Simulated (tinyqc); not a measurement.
Changing the atoms per cluster m: solid solubility of a dopant against its melt (retrograde solidus), clustering and the electrically active fraction. Computed by tinyqc, a small Python program. Command: `OMP_NUM_THREADS=1 python tinyqc.py 3024710 3024711 out.jsonl retro sweep`. One thread of a shared host (Intel(R) Xeon(R) Processor @ 2.30GHz), about 0.01 s of CPU time with the checks.

Inputs (values chosen for the exercise):
```
quantity                                       value            unit
total dopant density N_t                     4.4e+20          1/cm^3
cluster scale N* at 1273 K                   5.5e+20          1/cm^3
activation energy E_b of the cluster scale      0.24              eV
anneal temperature T_a                           950               K
prefactor of n_i                            3.84e+16  1/(cm^3 K^1.5)
energy E_i in n_i                              0.611              eV
mobility mu                                       90      cm^2/(V s)
```

Clustering: clusters that take up free electrons.

Constants: k_B = 8.617333262e-05 eV/K; e = 1.602176634e-19 C.

Method. A highly soluble donor (another dopant than that of the solidus) is limited by clustering. Donors N_a are active, and clusters hold m atoms each: N_t = N_a + m C, m C = N* (N_a/N*)^m (n/N*)^m, each atom taking one electron, n = N_a/2 + sqrt(N_a^2/4 + n_i^2), n_i = prefactor x T^1.5 exp(-E_i/(k_B T)), with N*(T) = N*(1273 K) exp[-(E_b/k_B)(1/T - 1/1273)]. Resistivity = 1/(e mu N_a).

One run for each value:
```
atoms per cluster m  active density N_a (1/cm^3)  active fraction
2                                     2.4342e+20          0.55324
3                                     2.4825e+20          0.56419
4                                     2.5101e+20          0.57049
5                                     2.5282e+20          0.57458
6                                     2.5408e+20          0.57746
```

What does the table show?

Over the rows, active density N_a (1/cm^3) rises from 2.43e20 to 2.54e20 (exponent d ln y / d ln x 0.048 between the first rows and 0.027 between the last); active fraction rises from 0.553 to 0.577 (exponent d ln y / d ln x 0.048 between the first rows and 0.027 between the last).

Caution (all rows): this clustering law is a generic form; degeneracy and a doping-dependent mobility are left out.
